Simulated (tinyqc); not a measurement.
## Arrhenius plot from several rate windows

Emission rate en = sn vth(T) Nc(T) exp(-Et/kB T) = sn g T^2 exp(-Et/kB T), g = vth Nc/(300 K)^2, as vth goes as T^0.5 and Nc as T^1.5 (degeneracy factor 1). Here the cross-section is thermally activated, sn exp(-Eb/kB T) with Eb = 0.1 eV. Each window ew gives the temperature where en = ew.

Inputs (values chosen for the exercise); material values those of a made-up semiconductor:

| symbol | value | unit | meaning |
|---|---|---|---|
| Nc | 2.17e19 | cm^-3 | conduction-band density of states at 300 K |
| vth | 2.1e7 | cm/s | thermal velocity at 300 K |
| Et | 0.14 | eV | depth of the trap below the conduction edge |
| sn | 1.1e-15 | cm^2 | capture cross-section |

Constants: q = 1.602176634e-19 C, kB = 1.380649e-23 J/K. Results are converted to the units shown.

Arrhenius plot from several rate windows:
```
ew (1/s)  T peak (K)  q/kB T (1/eV)  ln(ew/T^2)    ln ew
1.7           113.81         101.96     -8.9384  0.53063
5.1           118.73         97.739     -7.9245   1.6292
15            123.97         93.604     -6.9321   2.7081
47            130.03         89.243     -5.8854   3.8501
140           136.38         85.092     -4.8892   4.9416
430           143.54         80.843     -3.8695   6.0638
1300          151.35         76.675     -2.8690   7.1701
3900          159.94         72.557     -1.8808   8.2687
```

The peak rises from 114 to 160 K. ln(ew/T^2) against q/kB T is a straight line of slope -0.2400 eV, which is Et + Eb and not Et = 0.14 eV: a capture barrier adds to the activation energy. Its intercept gives sn = 1.10e-15 cm^2. Leaving out the T^2 gives 0.2631 eV, too high by about 2 kB T.

Program tinyqc, `OMP_NUM_THREADS=1 python tinyqc.py 2050134 2050135 out.jsonl`; Intel Xeon 2.30GHz, shared host, one thread, about 0.01 s.
